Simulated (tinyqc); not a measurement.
Photoconductance decay in a wafer: bulk and surface recombination modes, and iron detection by pair splitting: one step, computed by the program tinyqc. Command: `OMP_NUM_THREADS=1 python tinyqc.py 3112040 3112041 out.jsonl pcd walk`. One thread of a shared host (Intel(R) Xeon(R) Processor @ 2.30GHz), about 0.01 s of CPU time with the checks.

Both faces of the wafer have the same S; injection is low and all coefficients are constant. x runs from -W/2 to W/2.

Problem. Effective lifetime. Even modes cos(a x) obey b tan b = S W/(2 D) with b = a W/2, odd modes sin(a x) obey -b cot b = S W/(2 D); each decays at the rate 1/tau_b + D a^2. tau_eff is the decay time of the first mode. The surface time is 1/(D a^2) of that mode; shortcuts for it are W/(2 S), W^2/(pi^2 D) and their sum, whose error is sum/surface time - 1.

Inputs (values chosen for the exercise, modelled on p-type silicon):
```
quantity                          value         unit
thickness W                         775   micrometre
diffusivity D                      22.1       cm^2/s
bulk lifetime tau_b without iron     45  microsecond
surface recombination velocity S   2600         cm/s
```

Give: tau_eff; surface time; W/(2 S); W^2/(pi^2 D); error of the sum; tau_eff/tau_b.

Solution.

tau_eff = 21.33 microsecond

surface time = 40.57 microsecond

W/(2 S) = 14.90 microsecond

W^2/(pi^2 D) = 27.54 microsecond

error of the sum = 4.622 %

tau_eff/tau_b = 0.4741

tau_eff is only 0.47 of tau_b, so it understates the bulk lifetime.
